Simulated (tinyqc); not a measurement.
Voltage acceleration of oxide breakdown, four models on the same data: lifetime against voltage in four models.

Field E = V/tox in MV/cm. Models: ln(t63/1 s) = a - c X with X = E (E model), -1/E (1/E model), ln V (power law, c the exponent n) or sqrt(E).

a and c were fitted to stress data from 1.49 to 1.99 V. Project to Vu, multiply by exp[(Ea q/kB)(1/Tu - 1/Ts)] and by ks; ten years are 3.15576e8 s.

Values chosen for this exercise:
```
symbol   value  unit                         meaning
tox        1.2    nm                 oxide thickness
Ts         373     K              stress temperature
Tu         328     K                 use temperature
Ea        0.86    eV               activation energy
ks      7.4e-6        factor for area and percentile
```

Constants: q = 1.602176634e-19 C, kB = 1.380649e-23 J/K. Results are converted to the units shown.

| model | c | a |
|---|---|---|
| E | 2.52996 | 42.6744 |
| 1/E | 518.995 | -30.3108 |
| power | 36.4214 | 25.9082 |
| sqrt E | 19.2232 | 79.0622 |

Results:

| Vu (V) | log10 years, E | log10 years, 1/E | log10 years, power | log10 years, sqrt E |
|---|---|---|---|---|
| 0.7 | 1.088 | 14.44 | 5.858 | 3.137 |
| 1 | -1.659 | 2.848 | 0.2161 | -0.7995 |
| 1.15 | -3.032 | -0.6798 | -1.995 | -2.544 |
| 1.3 | -4.406 | -3.394 | -3.934 | -4.178 |
| 1.46 | -5.871 | -5.674 | -5.770 | -5.820 |
| 1.61 | -7.244 | -7.400 | -7.317 | -7.279 |
| 1.76 | -8.617 | -8.832 | -8.726 | -8.672 |

Estimate the missing row, Vu = 0.85 V.

Computed row:

| Vu (V) | log10 years, E | log10 years, 1/E | log10 years, power | log10 years, sqrt E |
|---|---|---|---|---|
| 0.85 | -0.2852 | 7.621 | 2.787 | 1.081 |

With this row back in the table: The four agree within 0.21 decades in the last row, inside the stress range, and part by 13.4 decades in the first. The local exponent -d ln t/d ln V is c E for the E model, which shrinks as V falls, constant for the power law, and c/E for the 1/E model, which grows as V falls.

Range of the model: All four laws are empirical fits; none is established far below the stress range.

Numbers from tinyqc (`OMP_NUM_THREADS=1 python tinyqc.py 2070025 2070026 out.jsonl`; about 0.01 s on one thread of a shared Intel Xeon 2.30GHz).
